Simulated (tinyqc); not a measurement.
# Voltage drop against the factor on the load at the hot node

A grid of 25 by 25 nodes with segments Rx (rows) and Ry (columns); every node draws I1 and the central node kh I1; pads with resistance Rp sit at the nodes whose row and column are multiples of the pitch, counting from 0. The drops u = Vdd - V follow from G u = i, with G the conductance matrix and i the load currents, solved directly. Here the pitch is 4.

Values chosen for this exercise: supply voltage Vdd = 0.7 V; resistance of a horizontal segment Rx = 0.16 ohm; resistance of a vertical segment Ry = 0.16 ohm; resistance from a pad node to the supply Rp = 0.11 ohm; load current of a node in the large grid I1 = 0.55 mA.

Voltage drop against the factor on the load at the hot node:
```
kh   pads  worst drop (mV)  mean drop (mV)  largest drop at a pad (mV)  largest pad current (mA)  worst drop over Vdd (%)
1      49           1.3752          1.1457                     0.93091                    8.4629                  0.19646
2      49           1.3819          1.1472                     0.95808                    8.7098                  0.19742
5      49           1.4022          1.1517                      1.0396                    9.4507                  0.20031
10     49           1.4359          1.1591                      1.1754                    10.685                  0.20513
20     49           1.5474          1.1740                      1.4470                    13.155                  0.22106
50     49           2.2620          1.2187                      2.2620                    20.563                  0.32314
100    49           3.6202          1.2932                      3.6202                    32.911                  0.51717
```

What does the comparison show?

The worst drop rises from 1.38 to 3.62 mV and the mean drop rises from 1.15 to 1.29 mV. The central node is itself a pad. The drops are linear in the loads, so the mean grows by 0.00149 mV for each unit of kh in every row.

Computed by the program tinyqc: `OMP_NUM_THREADS=1 python tinyqc.py 2770182 2770183 out.jsonl`, one thread of a shared Intel Xeon 2.30GHz, about 0.3 s for the whole run.
